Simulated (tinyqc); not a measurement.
Surface potential of a MOS transistor: implicit equation and explicit approximations: one step of the calculation.

p-type body, charge-sheet picture, depletion and inversion only, full ionisation (an idealisation for deep acceptors), Boltzmann statistics (rough once Na exp(x - xn) passes about Nc/7). In units of Vt: xg = (Vg - Vfb)/Vt, x = psi/Vt, G = gamma/sqrt(Vt), xn = (2 phiF + Vc)/Vt. The implicit equation is (xg - x)^2 = G^2 [x - 1 + exp(x - xn)] for x above about 3. Cox = eps0 eox/tox.

Question. Scales. ni = sqrt(Nc Nv) exp(-Eg/(2 Vt)), Eg in volts; phiF = Vt ln(Na/ni); gamma = sqrt(2 q eps0 eps_r Na)/Cox; VT = Vfb + Vt (xn + G sqrt(xn - 1)).

Inputs (values chosen for the exercise); band and dielectric values close to those of silicon:

| symbol | value | unit | meaning |
|---|---|---|---|
| T | 300 | K | temperature |
| Eg | 1.12 | eV | band gap |
| eps_r | 11.5 |  | relative permittivity |
| Nc | 2.76e19 | cm^-3 | conduction-band density of states at T |
| Nv | 2.64e19 | cm^-3 | valence-band density of states at T |
| eox | 3.9 |  | relative permittivity of the gate insulator (close to silicon dioxide) |
| tox | 6.3 | nm | insulator thickness |
| Na | 5.4e16 | cm^-3 | acceptor density |
| Vfb | -0.98 | V | flat-band voltage |
| Vc | 0 | V | channel-body voltage |
| Vg | 0.13 | V | gate-body voltage |

Constants: q = 1.602176634e-19 C, kB = 1.380649e-23 J/K, Vt = kB T/q, eps0 = 8.8541878128e-14 F/cm where lengths are in cm. Results are converted to the units shown.

Find: phiF; gamma; G; xn; VT; xg.

Answer.

phiF = 0.39935 V
gamma = 0.24217 V^0.5
G = 1.5062
xn = 30.895
VT = 0.031586 V
xg = 42.937

Program tinyqc, `OMP_NUM_THREADS=1 python tinyqc.py 2122108 2122109 out.jsonl`; Intel Xeon 2.30GHz, shared host, one thread, about 0.01 s.
